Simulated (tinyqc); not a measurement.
From results back to parameters: tunnelling through a thin dielectric with one trap, as a tight-binding chain. Three cases, with inputs chosen for the exercise.

Problem. A resonance has full width Gamma_L + Gamma_R and peak height 4 Gamma_L Gamma_R/(Gamma_L + Gamma_R)^2. The values come from hidden widths.

Find: larger and smaller width.

Method. The widths are (W/2)(1 +/- sqrt(1 - peak)); which belongs to which lead the line shape cannot tell.

Case 1.

full width = 21.9066 meV
peak height = 0.00469136

Solution.

larger and smaller width (meV): 21.9  0.0257

Case 2.

full width = 60.0385 meV
peak height = 4.75453e-05

Solution.

larger and smaller width (meV): 60.0  0.000714

Case 3.

full width = 2.44766 meV
peak height = 0.000680390

Solution.

larger and smaller width (meV): 2.45  0.000416

Computed by tinyqc, one run a case: `OMP_NUM_THREADS=1 python tinyqc.py N N+1 out.jsonl` with N = 1480897, 1480915, 1480926; one thread of a shared Intel(R) Xeon(R) Processor @ 2.30GHz, about 0.1 s a run at most.
